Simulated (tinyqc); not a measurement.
Donor or exciton in a quantum well (variational effective-mass method). Inputs raised by 2 %, one at a time. Computed by tinyqc, a small Python program. Command: `OMP_NUM_THREADS=1 python tinyqc.py 3024334 3024335 out.jsonl welldonor sens`. One thread of a shared host (Intel(R) Xeon(R) Processor @ 2.30GHz), about 0.3 s of CPU time with the checks.

H = -nabla^2 - 2/|r - r_i| + V(z) in effective units; trial function psi = f(z) exp(-|r - r_i|/lambda), f the ground state of the well. Mass and screening are the same in well and barrier; l = L/a* is the width in effective units. Bands are flat: no polarisation or applied field.

Inputs (values chosen for the exercise, modelled on ZnSe):

| quantity | value | unit |
|---|---|---|
| electron mass m | 0.155 | m_0 |
| dielectric constant eps | 9.24 | - |
| well width L | 11 | nm |
| donor position z_i/L from the centre | 0.5 | - |
| barrier height V_0 | 0.37 | eV |

Centre: donor. Barriers: finite.

Constants: Ry = 13.605693123 eV; a_0 = 0.529177210903 angstrom.

Method:
- Ry* = Ry m/eps^2, a* = a_0 eps/m; l = L/a*.
- k solves k tan(k l/2) = sqrt(v - k^2), v = V_0/Ry*, 0 < k l/2 < pi/2 (bisection); f = cos(k z) inside and cos(k l/2) exp(-kappa (|z| - l/2)) outside, kappa = sqrt(v - k^2); subband energy k^2 Ry*.
- Binding E_b(lambda) = -1/lambda^2 + 4 A/(lambda B), with A = int f^2 exp(-2 s/lambda) dz, B = int f^2 exp(-2 s/lambda)(1 + 2 s/lambda) dz and s = |z - z_i|; 40 Gauss-Legendre points on each piece between the walls at z = -l/2 and l/2 and z_i, and out to 12/(kappa + 1/lambda) beyond the walls.
- Golden-section search for the maximum over lambda from 0.3 to 4, 40 steps.

Runs:

| input moved | from | to | binding energy (meV) | radius lambda a* (nm) | binding in Ry* | subband energy (meV) |
|---|---|---|---|---|---|---|
| base run | - | - | 15.973 | 5.5566 | 0.64665 | 15.181 |
| electron mass m (m_0) | 0.155 | 0.1581 | 16.116 | 5.4653 | 0.63965 | 14.922 |
| dielectric constant eps | 9.24 | 9.4248 | 15.506 | 5.6586 | 0.65313 | 15.181 |
| well width L (nm) | 11 | 11.22 | 15.784 | 5.5849 | 0.63903 | 14.667 |
| barrier height V_0 (eV) | 0.37 | 0.3774 | 15.957 | 5.5666 | 0.64603 | 15.220 |

Exponents ln(y'/y) / ln(x'/x):

| input | binding energy | radius lambda a* | binding in Ry* | subband energy |
|---|---|---|---|---|
| electron mass m | 0.450 | -0.836 | -0.550 | -0.869 |
| dielectric constant eps | -1.497 | 0.919 | 0.503 | 0.000 |
| well width L | -0.599 | 0.257 | -0.599 | -1.739 |
| barrier height V_0 | -0.049 | 0.091 | -0.049 | 0.131 |

Among the inputs moved here: binding energy answers most in size to dielectric constant eps (exponent -1.497), next to well width L (-0.599). Radius lambda a* answers most in size to dielectric constant eps (exponent +0.919), next to electron mass m (-0.836). Binding in Ry* answers most in size to well width L (exponent -0.599), next to electron mass m (-0.550). Subband energy answers most in size to well width L (exponent -1.739), next to electron mass m (-0.869); its exponent is below 0.0005 for dielectric constant eps.

Extremes, crossings and ranges named in words are read from the listed rows.
